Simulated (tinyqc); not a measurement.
# Doping and thickness from pinch-off voltage and conductance

Question. A uniform channel has Vp = q Nd a^2/(2 eps0 eps_r) and G0 = q mu Nd a W/L. Find a and Nd.

Parameters, values chosen for the exercise; material values close to those of gallium arsenide:
```
symbol,value,unit,meaning
eps_r,13.1,,relative permittivity of the semiconductor
mu,4300,cm^2/(V s),low-field mobility at this doping
L,0.5,um,gate length
W,300,um,gate width
```

Constants: q = 1.602176634e-19 C, eps0 = 8.8541878128e-14 F/cm where lengths are in cm. Results are converted to the units shown.

Vp = 1.4719213 V
G0 = 367.06508 mS

Solution. G0 gives the product Nd a and Vp gives Nd a^2; their ratio is a.

a = 240 nm
Nd = 3.70e16 cm^-3

Computed by the program tinyqc: `OMP_NUM_THREADS=1 python tinyqc.py 2500053 2500054 out.jsonl`, one thread of a shared Intel Xeon 2.30GHz, about 0.05 s for the whole run.
